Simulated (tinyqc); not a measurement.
## MOS inversion layer, Poisson-Schroedinger loop: effect of the temperature

Electrons confined at an insulator interface at z = 0, treated as a hard wall; parabolic valleys, Hartree approximation, no image or exchange terms. The depletion charge lies far deeper than the electrons and gives a uniform field q Nd/(eps0 eps_r); the gate balances all charge. Energies are counted from the band edge at the interface.

Schroedinger equation -(C/mz) psi'' + (V0 + U + dE for set B) psi = E psi, C = hbar^2/(2 m0), psi(0) = 0, on a uniform mesh of 800 nodes with a far wall at 150 nm, 8 levels a set; V0 = q Nd z/(eps0 eps_r); dU/dz = q (Ns - integral of n from 0 to z)/(eps0 eps_r), U(0) = 0; N_k = g md m0 q Vt/(pi hbar^2) ln(1 + exp((EF - E_k)/Vt)), g the number of valleys of the set, sum N_k = Ns. Triangular well: E_k = a_k (C F^2/mz)^(1/3), a_1 = 2.338107, a_2 = 4.087949, C = hbar^2/(2 m0), F in eV/nm. Fang-Howard (all electrons in the lowest level of set A): b^3 = 6 (mz1/C) q (Nd + 11 Ns/32)/(eps0 eps_r), centroid 3/b, level C b^2/(4 mz1) + (3/b) q (Nd + 11 Ns/16)/(eps0 eps_r). The centroid adds 3.9 z_av/eps_r to an oxide-equivalent thickness.

Parameters, values chosen for the exercise; masses and permittivity close to those of silicon (100): relative permittivity eps_r = 11.8; mass along z of valley set A (2 valley(s)) mz1 = 0.915 m0; in-plane density-of-states mass of set A md1 = 0.193 m0; mass along z of valley set B (4 valley(s)) mz2 = 0.193 m0; in-plane density-of-states mass of set B md2 = 0.41 m0; sheet density of electrons Ns = 4.3e11 cm^-2; sheet density of depletion charge Nd = 1.3e11 cm^-2; extra shift of set B (strain) dE = 0 eV.

Constants: q = 1.602176634e-19 C, kB = 1.380649e-23 J/K, hbar = 1.054571817e-34 J s, m0 = 9.1093837015e-31 kg, Vt = kB T/q, eps0 = 8.8541878128e-14 F/cm where lengths are in cm, hbar^2/(2 m0) = 0.0380998212 eV nm^2. Results are converted to the units shown.

The same in every row: Fang-Howard centroid (nm) = 3.53.

Result of one run:
```
T (K)  A1 (meV)  B1 (meV)  EF (meV)  share of A1 (%)  share of set A (%)  centroid z_av (nm)  added oxide equivalent (nm)
50         30.5      44.0      28.4             77.3                81.5                3.93                         1.30
```

What becomes of these results when the temperature T is changed from 50 to 500 K, all else the same?

Result of the changed run:
```
T (K)  A1 (meV)  B1 (meV)  EF (meV)  share of A1 (%)  share of set A (%)  centroid z_av (nm)  added oxide equivalent (nm)
500        32.7      52.0      -186             10.2                32.0                10.6                         3.49
```

The whole series:
```
T (K)  A1 (meV)  B1 (meV)  EF (meV)  share of A1 (%)  share of set A (%)  centroid z_av (nm)  added oxide equivalent (nm)
20         29.9      42.0      32.1             98.9                99.1                3.34                         1.10
50         30.5      44.0      28.4             77.3                81.5                3.93                         1.30
77         31.0      45.7      22.3             59.1                67.5                4.53                         1.50
120        31.5      47.5      8.84             41.0                54.5                5.42                         1.79
200        32.0      49.5     -23.6             25.1                43.7                6.93                         2.29
300        32.4      50.7     -72.4             16.7                37.7                8.48                         2.80
400        32.5      51.5      -127             12.6                34.3                9.67                         3.19
500        32.7      52.0      -186             10.2                32.0                10.6                         3.49
```

As T goes from 20 to 500, A1 rises from 29.9 to 32.7 meV, the share of A1 falls from 98.9 to 10.2 % and the centroid rises from 3.34 to 10.6 nm. EF lies more than 2 meV above A1 for T = 20. The Fang-Howard centroid is 5.8 % above the full one in the first row, where A1 holds 98.9 %, and 67 % below it in the last, where A1 holds 10.2 %. For T = 200, 300, 400, 500 the eighth level of a set still holds over 0.4 % of the electrons, so more levels and a farther wall would raise the centroid.

tinyqc, about 1 s, one thread, Intel Xeon 2.30GHz (shared host): `OMP_NUM_THREADS=1 python tinyqc.py 2160089 2160090 out.jsonl`
